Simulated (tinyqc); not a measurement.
Energy against coordination: Gupta-type many-body potential for a metal. Computed by tinyqc, a small Python program. Command: `OMP_NUM_THREADS=1 python tinyqc.py 3004205 3004206 out.jsonl gupta walk`. One thread of a shared host (Intel(R) Xeon(R) Processor @ 2.30GHz), about 0.01 s of CPU time with the checks.

E_i = sum_j A exp(-p (r_ij/r0 - 1)) - xi rho_i^gamma, with rho_i = sum_j exp(-2 q (r_ij/r0 - 1)); gamma = 1/2 is the tight-binding second-moment form. The crystal is fcc unless stated; d is the neighbour distance and a fixed number of shells is kept.

Inputs (values chosen for the exercise, modelled on silver):
```
quantity,value,unit
repulsion A,0.103,eV
hopping xi,1.15,eV
decay p,10.8,-
decay q,3.18,-
reference distance r0,2.889,angstrom
embedding exponent gamma,0.5,-
```

Method. Nearest neighbours only, z equal bonds relaxed to their best length: r/r0 = 1 + ln[A p z^(1 - gamma)/(2 q gamma xi)]/(p - 2 q gamma), E = z A exp(-p (r/r0 - 1)) - xi [z exp(-2 q (r/r0 - 1))]^gamma.

Relaxed bonds:
```
z,r (angstrom),E per atom (eV),E/z (eV)
1,2.4378,-1.3333,-1.3333
2,2.5692,-1.6317,-0.8158
3,2.6460,-1.8363,-0.6121
4,2.7006,-1.9968,-0.4992
6,2.7774,-2.2472,-0.3745
8,2.8320,-2.4436,-0.3055
9,2.8543,-2.5289,-0.2810
12,2.9088,-2.7500,-0.2292
```

What follows from these numbers?

Bonds lengthen from 2.438 to 2.909 angstrom between z = 1 and 12, and |E| grows as z^0.291, the exponent gamma (p - 2q)/(p - 2 q gamma) = 0.291; pair bonds would give z^1 at a fixed length.

Extremes, crossings and ranges named in words are read from the listed rows.
